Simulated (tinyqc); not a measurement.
# Inputs raised by 2 %, one at a time

Model: bias-temperature instability from a Gaussian distribution of capture and emission barriers. Computed by tinyqc, a small Python program. Command: `OMP_NUM_THREADS=1 python tinyqc.py 3002489 3002490 out.jsonl bti sens`. One thread of a shared host (Intel(R) Xeon(R) Processor @ 2.30GHz), about 0.03 s of CPU time with the checks.

Each trap has a capture time tau_0 exp(E_c/(k_B T)) under stress and an emission time tau_0 exp(E_e/(k_B T)) after it. E_c is Gaussian, and E_e = E_c + d with d Gaussian and independent. A trap counts as filled once t_s exceeds its capture time and as emptied once t_r exceeds its emission time.

Inputs (values chosen for the exercise, for a model p-channel transistor): shift with all traps filled V_max = 130 mV; mean capture barrier at zero field mu_c = 1.79 eV; spread of capture barriers sigma_c = 0.27 eV; lowering of mu_c per field k_F = 0.036 eV/(MV/cm); oxide field F = 5.8 MV/cm; mean of E_e - E_c at the stress field, delta = 0.028 eV; spread of E_e - E_c, sigma_d = 0.19 eV; time constant tau_0 = 4e-09 s; temperature T = 175 C; stress time t_s = 6 s; recovery time t_r = 500 s.

Constants: k_B = 8.617333262e-05 eV/K.

Method:
- Demarcation energies E_s = k_B T ln(t_s/tau_0), E_r = k_B T ln(t_r/tau_0); mean barrier mu = mu_c - k_F F; z = (E_s - mu)/sigma_c; Phi is the standard normal distribution.
- Temperatures in kelvin are T(C) + 273.15.
- Shift without recovery dV0 = V_max Phi(z); local time exponent n = d ln dV0/d ln t_s = (k_B T/sigma_c) exp(-z^2/2)/(sqrt(2 pi) Phi(z)); apparent activation energy n E_s.
- Remaining shift dV = V_max int_(-infinity)^(E_s) g(E_c) [1 - Phi((E_r - E_c - delta)/sigma_d)] dE_c, g the Gaussian density of E_c (Gauss-Legendre, 120 points over 7 sigma_c below E_s).

Runs:
```
input moved                                         from       to  time exponent n  remaining shift dV (mV)  remaining share dV/dV0  apparent activation energy (eV)
base run                                               -        -          0.44761                 0.040716                 0.13636                          0.36523
spread of capture barriers sigma_c (eV)             0.27   0.2754          0.43164                 0.047646                 0.13428                          0.35220
lowering of mu_c per field k_F (eV/(MV/cm))        0.036  0.03672          0.44557                 0.042653                 0.13611                          0.36357
oxide field F (MV/cm)                                5.8    5.916          0.44557                 0.042653                 0.13611                          0.36357
mean of E_e - E_c at the stress field, delta (eV)  0.028  0.02856          0.44761                 0.040900                 0.13697                          0.36523
spread of E_e - E_c, sigma_d (eV)                   0.19   0.1938          0.44761                 0.041999                 0.14065                          0.36523
stress time t_s (s)                                    6     6.12          0.44724                 0.041319                 0.13716                          0.36527
```

Exponents ln(y'/y) / ln(x'/x):
```
input                                         time exponent n  remaining shift dV  remaining share dV/dV0  apparent activation energy
spread of capture barriers sigma_c                     -1.835               7.937                  -0.774                      -1.835
lowering of mu_c per field k_F                         -0.231               2.347                  -0.092                      -0.231
oxide field F                                          -0.231               2.347                  -0.092                      -0.231
mean of E_e - E_c at the stress field, delta            0.000               0.228                   0.228                       0.000
spread of E_e - E_c, sigma_d                            0.000               1.566                   1.566                       0.000
stress time t_s                                        -0.042               0.742                   0.294                       0.005
```

To which inputs is each result most sensitive?

Among the inputs moved here: time exponent n answers most in size to spread of capture barriers sigma_c (exponent -1.835), next to lowering of mu_c per field k_F (-0.231); its exponent is below 0.0005 for mean of E_e - E_c at the stress field, delta, spread of E_e - E_c, sigma_d. Remaining shift dV answers most in size to spread of capture barriers sigma_c (exponent +7.937), next to lowering of mu_c per field k_F (+2.347). Remaining share dV/dV0 answers most in size to spread of E_e - E_c, sigma_d (exponent +1.566), next to spread of capture barriers sigma_c (-0.774). Apparent activation energy answers most in size to spread of capture barriers sigma_c (exponent -1.835), next to lowering of mu_c per field k_F (-0.231); its exponent is below 0.0005 for mean of E_e - E_c at the stress field, delta, spread of E_e - E_c, sigma_d.
